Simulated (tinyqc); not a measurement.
Charges from the flat band at three thicknesses.

Question. For a gate stack whose outer layer (permittivity e2) is made in three thicknesses t2, Vfb = V0 - (q/eps0) [Qb t2/e2 + r2 t2^2/(2 e2)], with Qb the sheet density of all charge below that layer and r2 the uniform density in it. Find V0, Qb and r2.

Parameters, values chosen for the exercise:
- e2 = 9.03 (relative permittivity of layer 2)

Constants: q = 1.602176634e-19 C, eps0 = 8.8541878128e-14 F/cm where lengths are in cm. Results are converted to the units shown.

t2 (nm): [2.4, 4, 7.7]
Vfb (V): [-0.27178330, -0.27050081, -0.23806283]

Answer. A parabola through the three points gives the three coefficients.

V0 = -0.259 V
Qb = 4.40e11 cm^-2
r2 = -1.50e18 cm^-3

tinyqc, about 0.01 s, one thread, Intel Xeon 2.30GHz (shared host): `OMP_NUM_THREADS=1 python tinyqc.py 2010129 2010130 out.jsonl`
